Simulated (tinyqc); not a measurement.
Solid solubility of a dopant against its melt (retrograde solidus), clustering and the electrically active fraction: one step, computed by the program tinyqc.

Problem. Liquidus and solidus at T. x_l and x_s are atom fractions of the dopant in melt and solid; the solid is dilute. Liquidus of the host: R T ln(1 - x_l) + L x_l^2 = -H_f (1 - T/T_m). Distribution: k = x_s/x_l = exp[L (1 - x_l)^2/(R T)] exp(S/k_B - H/(k_B T)), the first factor being the activity coefficient in the melt. Solubility = x_s N0; at T_m x_l = 0.

Inputs (values chosen for the exercise, of the order of those of aluminium in silicon for the solubility):

| quantity | value | unit |
|---|---|---|
| melting point of the host T_m | 1687 | K |
| heat of melting of the host H_f | 50.2 | kJ/mol |
| interaction L of the melt | -4.2 | kJ/mol |
| enthalpy of transfer from melt to solid H | 0.611 | eV |
| entropy of transfer S | -1.52 | k_B |
| site density N0 | 5e+22 | 1/cm^3 |
| temperature T | 1060 | K |

Constants: R = 8.314462618 J/(mol K); k_B = 8.617333262e-05 eV/K.

Give: x_l; distribution coefficient k; x_s; solubility; k at the melting point.

Solution.

x_l = 0.83249

distribution coefficient k = 2.6857e-04

x_s = 2.2358e-04

solubility = 1.1179e+19 1/cm^3

k at the melting point = 0.0024239

k has changed by a factor 0.11 from its value at T_m, while x_l has grown from 0 to 0.832.
